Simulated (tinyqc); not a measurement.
Spin coating of a resist or spin-on film: centrifugal thinning, evaporation and the final thickness (Emslie and Meyerhofer models): one step, computed by the program tinyqc. Command: `OMP_NUM_THREADS=1 python tinyqc.py 3113664 3113665 out.jsonl spincoat walk`. One thread of a shared host (Intel(R) Xeon(R) Processor @ 2.30GHz), about 0.1 s of CPU time with the checks.

A Newtonian film stays uniform over the wafer; solvent and solids have the same density and the concentration is uniform through the thickness.

Question. The two-stage estimate. Meyerhofer estimate: flow rules until (1 - c0) K h^3 = e, then evaporation alone: h_w = (e/((1 - c0) K))^(1/3), dry film c0 h_w.

Inputs (values chosen for the exercise, of the order of those of a polymer resist in an ester solvent): solids volume fraction c0 = 0.16.

evaporation rate e = 0.1576166 micrometre/s

flow constant K = 0.005834196 1/(micrometre^2 s)

Give: wet thickness h_w; dry film, estimate; drying time (1 - c0) h_w/e.

Answer.

wet thickness h_w = 3.180 micrometre

dry film, estimate = 508.8 nm

drying time (1 - c0) h_w/e = 16.95 s
